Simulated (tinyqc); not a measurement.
Two-band model of a narrow-gap semiconductor with electrons and holes: one step, computed by the program tinyqc. Command: `OMP_NUM_THREADS=1 python tinyqc.py 3019971 3019972 out.jsonl bipolar walk`. One thread of a shared host (Intel(R) Xeon(R) Processor @ 2.30GHz), about 0.08 s of CPU time with the checks.

Two parabolic bands with acoustic scattering (r = -1/2, a = 0), a gap that does not change with T, and fully ionised dopants. Melting is ignored, so values above the melting point are formal, and kappa_L does not change with T. eta_n = (E_F - E_c)/(k_B T), eta_p = -eta_n - E_g/(k_B T).

Question. Both bands together. Both bands together (these totals replace the one-band zT): sigma = sigma_n + sigma_p; S = (sigma_p |S_p| - sigma_n |S_n|)/sigma; kappa_bip = (sigma_n sigma_p/sigma)(|S_n| + |S_p|)^2 T; kappa_e = (L_n sigma_n + L_p sigma_p) T; zT = S^2 sigma T/(kappa_L + kappa_e + kappa_bip); weak-field R_H = (r_p sigma_p^2/p - r_n sigma_n^2/n)/(e sigma^2), where the Hall factors r_n and r_p are <x^(3/2)> <x^(1/2)>/<s>^2.

Inputs (values chosen for the exercise, modelled on germanium): lattice thermal conductivity kappa_L = 44 W/(m K); temperature T = 860 K.

Doping: n-type.

Partial coefficients:

| band | sigma (S/cm) | \|S\| (microvolt/K) | L (1e-8 V^2/K^2) | density (1/cm^3) | Hall factor |
|---|---|---|---|---|---|
| electrons | 47.02743 | 559.4578 | 1.487247 | 5.419841e+17 | 1.177299 |
| holes | 22.21018 | 519.0491 | 1.488491 | 4.719841e+17 | 1.176823 |

Constants: e = 1.602176634e-19 C.

Give: conductivity sigma; Seebeck coefficient S; bipolar thermal conductivity; kappa_e; zT; Hall coefficient R_H.

Answer.

conductivity sigma = 69.24 S/cm

Seebeck coefficient S = -213.5 microvolt/K

bipolar thermal conductivity = 1.509 W/(m K)

kappa_e = 0.08858 W/(m K)

zT = 0.005952

Hall coefficient R_H = -4.653 cm^3/C

The minority band lowers |S| from 559 to 213 microvolt/K, and bipolar flow adds 3.3 % of the thermal conductivity.
